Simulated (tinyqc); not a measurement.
# Worked calculation: ballistic Schottky-barrier transistor with a one-dimensional channel, WKB contacts

Computed by the program tinyqc: `OMP_NUM_THREADS=1 python tinyqc.py 2390028 2390029 out.jsonl`, one thread of a shared Intel Xeon 2.30GHz, about 0.07 s for the whole run. Printed values are rounded.

Source Fermi level 0, drain Fermi level -Vd. Far from the contacts Ec = pn - psi, and the gate moves psi one to one; the band edges relax as exp(-x/lam) from pn at the source and pn - Vd at the drain; Ev = Ec - Eg. A carrier of energy w inside the channel band meets at a contact a barrier of height D (the contact edge beyond the channel edge): T = 1 for w >= D, else exp(-S), S = 4 lam sqrt(m/C) [sqrt(D - w) - sqrt(w) arctan sqrt((D - w)/w)], C = hbar^2/(2 m0). The two contacts combine as Ts Td/(Ts + Td - Ts Td).

Parameters, values chosen for the exercise; channel values close to those of a germanium nanowire:

| symbol | value | unit | meaning |
|---|---|---|---|
| T | 250 | K | temperature |
| Eg | 0.66 | eV | band gap |
| pn | 0.36 | eV | barrier for electrons at both contacts |
| mn | 0.12 | m0 | electron mass |
| mp | 0.15 | m0 | hole mass |
| g | 2 |  | valleys or subbands |
| lam | 2 | nm | screening length at the contacts |
| Vd | 0.7 | V | drain bias |
| ps | -0.28 | V | band shift psi of the channel by the gate |
| w0 | 0.46 | eV | energy of one carrier inside the channel band |
| wm | 1.1 | eV | upper end of the grid |
| nE | 15 |  | points of the grid |

Constants: q = 1.602176634e-19 C, kB = 1.380649e-23 J/K, hbar = 1.054571817e-34 J s, h = 6.62607015e-34 J s, m0 = 9.1093837015e-31 kg, Vt = kB T/q, hbar^2/(2 m0) = 0.0380998212 eV nm^2. Results are converted to the units shown.

Range of the model: No scattering, image-force lowering, channel charge or band-to-band tunnelling; parabolic kappa overstates S deep in the gap.

## Band edges and barriers

Electrons: Ds = psi, Dd = psi - Vd, Es = Ec, Ed = Ec + Vd. Holes: Ds = -psi, Dd = Vd - psi, Es = -Ev, Ed = -Ev - Vd. The size of each current is taken; both flow from drain to source and add.

Ec = 0.64 eV
Ev = -0.02 eV
D for electrons (eV): source -0.2800000, drain -0.9800000
D for holes (eV): source 0.2800000, drain 0.9800000

A negative D is no barrier. Here the holes carry the larger current.

## Transmission of one of the holes

S and T at both contacts for w = w0, and the tunnelling distance lam ln(D/w) at the higher barrier.

S at the source = 0
S at the drain = 2.661234
combined T = 0.06986195
tunnelling distance = 1.512652 nm

## Current of the holes on a coarse grid

I = g (2 q^2/h) int T(w) [f(Es + w) - f(Ed + w)] dw, f(y) = 1/(1 + exp(y/Vt)). Electrons: Ds = psi, Dd = psi - Vd, Es = Ec, Ed = Ec + Vd. Holes: Ds = -psi, Dd = Vd - psi, Es = -Ev, Ed = -Ev - Vd. The size of each current is taken; both flow from drain to source and add. Simpson's rule on nE equally spaced w from 0 to wm.

```
point    w (eV)           Ts           Td            T  size of the supply difference
0      0.000000  2.249810e-4  1.497924e-7  1.496927e-7                      0.7167427
1      0.078571   0.07287306  8.617912e-5  8.608474e-5                      0.9898038
2      0.157143    0.3649623  8.190230e-4  8.178575e-4                      0.9997316
3      0.235714    0.8282987  0.003929853  0.003926654                      0.9999930
4      0.314286            1   0.01316306   0.01316306                      0.9999998
5      0.392857            1   0.03486739   0.03486739                      0.9999984
6      0.471429            1   0.07780547   0.07780547                      0.9999376
7      0.550000            1    0.1517193    0.1517193                      0.9976107
8      0.628571            1    0.2644797    0.2644797                      0.9158472
9      0.707143            1    0.4180887    0.4180887                      0.2209878
10     0.785714            1    0.6042117    0.6042117                    0.007339971
11     0.864286            1    0.7998774    0.7998774                    1.926992e-4
12     0.942857            1    0.9615121    0.9615121                    5.023785e-6
13     1.021429            1            1            1                    1.309492e-7
14     1.100000            1            1            1                    3.413286e-9
```

current = 7.337890 uA

A converged quadrature gives 7.632 uA; this grid is 3.9 % below that. Under 0.001 % of it passes over both barriers, the rest tunnels. The other carrier adds 4.19e-13 uA.
